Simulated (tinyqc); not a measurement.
Shallow donor in an anisotropic valley (effective-mass theory): one step. Hydrogen-like estimates.

Constants: Ry = 13.60569312 eV; a0 (Bohr radius) = 0.5291772105 angstrom.

Inputs chosen for the exercise (out of a larger set: near those of Ge; not measured data): ml = 1.603 m0 (longitudinal mass); mt = 0.081 m0 (transverse mass); eps = 14.9 (dielectric constant).

Task: Ry* = Ry m/eps^2 and a* = a0 eps/m for four choices of one mass: mt, the conductivity mass 3/(1/ml + 2/mt), the density-of-states mass (ml mt^2)^(1/3), and ml.

Give: Estimates.

Result:

Estimates:
```
mass               m (m0)  Ry* (meV)  a* (angstrom)
mt                 0.0810       4.96          97.34
conductivity       0.1185       7.26          66.53
density of states  0.2191      13.43          35.99
ml                 1.6030      98.24           4.92
```

Program tinyqc; command `OMP_NUM_THREADS=1 python tinyqc.py 1282620 1282621 out.jsonl`; about 0.01 s on one thread of a shared Intel(R) Xeon(R) Processor @ 2.30GHz.
